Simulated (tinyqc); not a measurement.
Absorption spectrum: gated graphene: carriers, quantum capacitance and optical conductivity.

Conductivity over sigma0 = e^2/(4 hbar): interband Re = sinh(E/2kT)/(cosh(mu/kT) + cosh(E/2kT)); intraband Re = (8 kT/pi) ln(2 cosh(mu/2kT)) Gm/(E^2 + Gm^2). A free sheet absorbs about pi alpha_f Re(sigma/sigma0), alpha_f the fine-structure constant (alpha among the constants).

Constants: kB = 8.617333262e-05 eV/K; fine-structure constant alpha = 0.007297352564.

Parameters, chosen for this exercise (out of a larger set: Fermi velocity near that of graphene, gate dielectric near hBN; not measured data): T = 300 K; Gm = 2 meV (intraband damping).

mu = -0.12496 eV

Results:

| E (eV) | interband | intraband | absorption (%) |
|---|---|---|---|
| 0.025 | 0.0079 | 0.5076 | 1.182 |
| 0.050 | 0.0175 | 0.1275 | 0.332 |
| 0.087 | 0.0396 | 0.0422 | 0.187 |
| 0.125 | 0.0812 | 0.0204 | 0.233 |
| 0.175 | 0.1899 | 0.0104 | 0.459 |
| 0.212 | 0.3243 | 0.0071 | 0.760 |
| 0.250 | 0.5003 | 0.0051 | 1.159 |
| 0.287 | 0.6719 | 0.0039 | 1.549 |
| 0.325 | 0.8103 | 0.0030 | 1.865 |
| 0.400 | 0.9480 | 0.0020 | 2.178 |
| 0.500 | 0.9921 | 0.0013 | 2.277 |
| 0.750 | 0.9999 | 0.0006 | 2.294 |

The edge lies at 2|mu| = 0.250 eV and, for |mu| above about 3 kT (here 4.8), rises from 10 % to 90 % over about 8.8 kT = 0.227 eV. The absorption is lowest, 0.187 %, at 0.087 eV of those listed, between the Drude tail and the edge; at the last row it is 2.294 % against pi alpha_f = 2.293 %. The thin-sheet formula fails where the absorption is large, and trigonal warping matters above about 1.5 eV.

Program tinyqc; command `OMP_NUM_THREADS=1 python tinyqc.py 1650578 1650579 out.jsonl`; about 0.01 s on one thread of a shared Intel(R) Xeon(R) Processor @ 2.30GHz.
